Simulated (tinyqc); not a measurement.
Where the wafer is too thin: surface photovoltage measurement of the minority-carrier diffusion length in a wafer. Computed by tinyqc, a small Python program. Command: `OMP_NUM_THREADS=1 python tinyqc.py 3130074 3130075 out.jsonl spv walk`. One thread of a shared host (Intel(R) Xeon(R) Processor @ 2.30GHz), about 0.01 s of CPU time with the checks.

Low injection, steady light, a depletion layer much thinner than 1/alpha and L. The excess density dn is taken at the front edge of the neutral region; light that reaches the back is lost.

Inputs (values chosen for the exercise, modelled on p-type silicon at room temperature):

| quantity | value | unit |
|---|---|---|
| wafer thickness W | 300 | micrometre |
| diffusivity D | 26.7 | cm^2/s |
| front recombination velocity S_f | 13000 | cm/s |
| back recombination velocity S_b | 370000 | cm/s |
| photon flux entering | 9.8e+12 | 1/(cm^2 s) |

Method:
- alpha = (84.732/lambda - 76.417)^2 per cm with lambda in micrometre (an empirical fit for silicon between 0.7 and 1.05 micrometre).
- Thick wafer: dn = Phi L/((S_f + D/L)(L + 1/alpha)). Finite wafer, with s = S_b L/D, w = W/L, a = alpha L: dn = [Phi a/(a^2 - 1)] [a - B - exp(-alpha W)(a - s)/(cosh w + s sinh w)]/(S_f + B D/L), B = (sinh w + s cosh w)/(cosh w + s sinh w).
- Readings y = (Phi/dn) (1 + noise x g) at 780, 830, 880, 920, 950, 975 and 995 nm; a least-squares line y = c (1/alpha + L_app) gives L_app = intercept/slope.
- No noise; L is varied at fixed W, and the last two columns set S_b to 0 and to 1e7 cm/s.

Apparent length (micrometre):

| L | W/L | given S_b | S_b = 0 | S_b = 1e7 |
|---|---|---|---|---|
| 15 | 20.000 | 15.00 | 15.00 | 15.00 |
| 30 | 10.000 | 30.00 | 30.00 | 30.00 |
| 60 | 5.000 | 59.71 | 60.12 | 59.70 |
| 90 | 3.333 | 87.16 | 91.49 | 87.13 |
| 150 | 2.000 | 127.90 | 163.54 | 127.75 |
| 240 | 1.250 | 159.10 | 292.81 | 158.79 |
| 390 | 0.769 | 178.05 | 510.88 | 177.60 |
| 630 | 0.476 | 186.74 | 759.67 | 186.22 |
| 1200 | 0.250 | 191.01 | 993.41 | 190.45 |

What follows from these numbers?

With a fast back surface L_app levels off, at 190 micrometre in the last row; with a passive one it reaches up to 1.31 times L among these rows and is 993 in the last. All three columns are within 5 % of L down to W/L = 3.3.

Extremes, crossings and ranges named in words are read from the listed rows.
